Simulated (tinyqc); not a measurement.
Charge imbalance from the loss of breakdown voltage.

Problem. In a superjunction of pillar doping N and length Lp an imbalance dl lowers BV by q |dl| N Lp^2/(4 eps0 eps_r), as long as the field reaches through the pillar. Find |dl| and the net dose error |dl| N wp.

Inputs (values chosen for the exercise):
```
symbol  value  unit                                     meaning
eps_r    9.87        relative permittivity of the semiconductor
wp        1.5    um                        width of each pillar
```

Constants: q = 1.602176634e-19 C, eps0 = 8.8541878128e-14 F/cm where lengths are in cm. Results are converted to the units shown.

BV balanced and BV measured (V): [1900, 1756.3634]
N = 1.2174459e17 cm^-3
Lp = 8.9689279 um

Solution. The loss is linear in |dl|; its sign cannot be told from BV.

|dl| = 3.20 %
dose error = 5.84e11 cm^-2

Computed by the program tinyqc: `OMP_NUM_THREADS=1 python tinyqc.py 2590126 2590127 out.jsonl`, one thread of a shared Intel Xeon 2.30GHz, about 0.01 s for the whole run.
